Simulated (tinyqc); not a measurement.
Inside a calculation. Method: sp3 tight binding, zinc-blende lattice. One step of it, computed by the program tinyqc.

Task: Levels at k. Diagonalise the Hermitian matrix.

H(k) at k (eV), order a s, a px, a py, a pz, c s, c px, c py, c pz:
$$\begin{pmatrix}
-13.420000 & 0.000000 & 0.000000 & 0.000000 & -4.065456-0.298092i & -1.958595-0.238684i & 0.121615+3.843960i & 0.363361+1.286557i \\
0.000000 & -7.350000 & 0.000000 & 0.000000 & 1.958595+0.238684i & 0.985565+0.072265i & 0.421051+1.490819i & 0.140924+4.454251i \\
0.000000 & 0.000000 & -7.350000 & 0.000000 & -0.121615-3.843960i & 0.421051+1.490819i & 0.985565+0.072265i & -2.269554-0.276579i \\
0.000000 & 0.000000 & 0.000000 & -7.350000 & -0.363361-1.286557i & 0.140924+4.454251i & -2.269554-0.276579i & 0.985565+0.072265i \\
-4.065456+0.298092i & 1.958595-0.238684i & -0.121615+3.843960i & -0.363361+1.286557i & -10.040000 & 0.000000 & 0.000000 & 0.000000 \\
-1.958595+0.238684i & 0.985565-0.072265i & 0.421051-1.490819i & 0.140924-4.454251i & 0.000000 & -5.590000 & 0.000000 & 0.000000 \\
0.121615-3.843960i & 0.421051-1.490819i & 0.985565-0.072265i & -2.269554+0.276579i & 0.000000 & 0.000000 & -5.590000 & 0.000000 \\
0.363361-1.286557i & 0.140924-4.454251i & -2.269554+0.276579i & 0.985565-0.072265i & 0.000000 & 0.000000 & 0.000000 & -5.590000
\end{pmatrix}$$

Give: eigenvalues; weights |c|^2 of the basis functions.

Result:

eigenvalues (eV): [-17.731, -12.809, -11.936, -11.028, -3.621, -3.085, -1.460, -0.611]

weights |c|^2 of the basis functions, order a s, a px, a py, a pz, c s, c px, c py, c pz:
$$\begin{pmatrix}
0.609 & 0.112 & 0.012 & 0.025 & 0.136 & 0.085 & 0.006 & 0.015 \\
0.001 & 0.120 & 0.386 & 0.032 & 0.127 & 0.014 & 0.153 & 0.166 \\
0.033 & 0.158 & 0.047 & 0.242 & 0.235 & 0.195 & 0.004 & 0.087 \\
0.006 & 0.156 & 0.128 & 0.292 & 0.004 & 0.009 & 0.249 & 0.156 \\
0.275 & 0.218 & 0.034 & 0.045 & 0.384 & 0.014 & 0.008 & 0.021 \\
0.007 & 0.146 & 0.168 & 0.048 & 0.078 & 0.104 & 0.224 & 0.226 \\
0.059 & 0.037 & 0.048 & 0.143 & 0.036 & 0.555 & 0.005 & 0.117 \\
0.010 & 0.052 & 0.177 & 0.172 & 0.001 & 0.025 & 0.351 & 0.211
\end{pmatrix}$$
